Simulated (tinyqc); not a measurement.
Vibrations of a mass or spring defect in a linear chain: one step, computed by the program tinyqc.

A ring of N atoms with nearest-neighbour springs k and motion along the chain. Atom 1 is the defect, of mass M', and its two springs are k'. Odd sites are A (the defect replaces an A atom), even sites B.

Task: Band edges of the host. Host bands: lambda from 0 to 2k/M(heavy) and from 2k/M(light) to 2k (1/M_A + 1/M_B). nu = 15.6333042 THz x sqrt(lambda), lambda in eV/(angstrom^2 u).

Inputs (values chosen for the exercise, for a model chain): spring constant k = 9.37 eV/angstrom^2; mass M_A = 13.4 u; mass M_B = 5.74 u.

Host: diatomic.

Constants: nu for 1 eV/(angstrom^2 u) = 15.6333042 THz.

Give: band edges.

Result:

band edges (THz): [0.00, 18.49, 28.25, 33.76]
